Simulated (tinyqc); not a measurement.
From results back to parameters: Shockley state of an s-p chain by decimation. Two cases, with inputs chosen for the exercise.

Problem. For the s-p chain the s level is -d/2 - 2 ts cos k and the p level d/2 + 2 tp cos k at k = 0 and pi, and at k = pi/2 the bands lie sqrt(d^2 + 16 u^2) apart. The values below come from hidden parameters.

Find: d, ts, tp, |u|; order at k = pi.

Method. Means give -d/2 and d/2, widths 4 ts and 4 tp; u follows from the splitting. The order is inverted where s lies above p at pi.

Case 1.

s level (eV): k = 0 -2.455, k = pi 0.745
p level (eV): k = 0 2.635, k = pi -0.925
splitting at pi/2 = 2.81810 eV

Solution.

d, ts, tp, |u| (eV): 1.71  0.80  0.89  0.56

order at k = pi: inverted

Case 2.

s level (eV): k = 0 -4.695, k = pi 0.465
p level (eV): k = 0 5.275, k = pi -1.045
splitting at pi/2 = 4.84381 eV

Solution.

d, ts, tp, |u| (eV): 4.23  1.29  1.58  0.59

order at k = pi: inverted

Computed by tinyqc, one run a case: `OMP_NUM_THREADS=1 python tinyqc.py N N+1 out.jsonl` with N = 1452607, 1452698; one thread of a shared Intel(R) Xeon(R) Processor @ 2.30GHz, about 0.2 s a run at most.
